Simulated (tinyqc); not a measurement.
Floating body of a partially depleted SOI transistor: body voltage and kink: two steps of the calculation.

Source at 0 V. Channel current Ic = 2 nf K Vt^2 [F(0) - F(Vd)](1 + la Vd), F(V) = ln^2(1 + exp((Vg - VT - nf V)/(2 nf Vt))), VT = VT0 - gb Vb. Saturation voltage Vs = 2 Vt sqrt(F(0)) + 3 Vt, excess Ve = (Vd - Vs + sqrt((Vd - Vs)^2 + 0.0004 V^2))/2, multiplication M1 = Ai Ve exp(-Bl/Ve). Each junction passes D(v) = J1 (exp(v/Vt) - 1) + J2 (exp(v/(2 Vt)) - 1). Bipolar current Ib = bb J1 (exp(Vb/Vt) - 1). The body settles where M1 (Ic + Ib) = D(Vb) + D(Vb - Vd) + Vb/Rb; drain current Id = (1 + M1)(Ic + Ib) - D(Vb - Vd).

Values chosen for this exercise; values of the order met in partially depleted silicon-on-insulator transistors: temperature T = 300 K; threshold at zero body voltage VT0 = 0.31 V; fall of the threshold per volt of body voltage gb = 0.28; slope factor nf = 1.41; gain factor per width K = 200 uA/(V^2 um); channel-length modulation factor la = 0.09 1/V; impact-ionisation prefactor Ai = 2.01 1/V; impact-ionisation voltage Bl = 5.9 V; diffusion saturation current of each junction J1 = 5.1e-12 uA/um; recombination saturation current of each junction J2 = 6.1e-9 uA/um; gain of the lateral bipolar transistor on the diffusion current bb = 0; resistance of a weak body tie to the source (1e9 stands for no tie, and the term is then dropped) Rb = 1e9 kohm um; gate voltage Vg = 0.85 V; drain voltage Vd = 2.4 V.

Constants: q = 1.602176634e-19 C, kB = 1.380649e-23 J/K, Vt = kB T/q. Results are converted to the units shown.

Question 1. New Vb. Current into the body I_in = M1 (Ic + Ib) - D(Vb - Vd), current out I_out = D(Vb) + Vb/Rb; f = ln(I_in/I_out), s = df/dVb by central differences over 1e-5 V, Vb(new) = Vb - f/s.

Vb at the start = 0.64 V

Find: Ic; Ve; M1; I_in; I_out; f; s; Vb after iteration 1.

Answer 1.

Ic = 44.61 uA/um
Ve = 1.812 V
M1 = 0.1405
I_in = 6.268 uA/um
I_out = 0.2893 uA/um
f = 3.076
s = -38.27 1/V
Vb after iteration 1 = 0.7204 V

Question 2. Drain current with floating and with grounded body. Id and VT at the converged Vb, Id at Vb = 0, their ratio, and the bipolar share Ib/(Ic + Ib).

converged Vb = 0.72023548 V

Find: VT; Id, floating; Id, grounded; ratio; bipolar share.

Answer 2.

VT = 0.1083 V
Id, floating = 53.86 uA/um
Id, grounded = 29.83 uA/um
ratio = 1.805
bipolar share = 0.000 %

The body rises to 0.720 V and lowers the threshold by 202 mV.

Range of the model: The multiplication law is an empirical form chosen for the exercise; self-heating and capacitive coupling to the body are left out, and the linear laws are rough once Vb passes about 0.7 V or M1 about 0.1.

Program tinyqc, `OMP_NUM_THREADS=1 python tinyqc.py 2182037 2182038 out.jsonl`; Intel Xeon 2.30GHz, shared host, one thread, about 0.2 s.
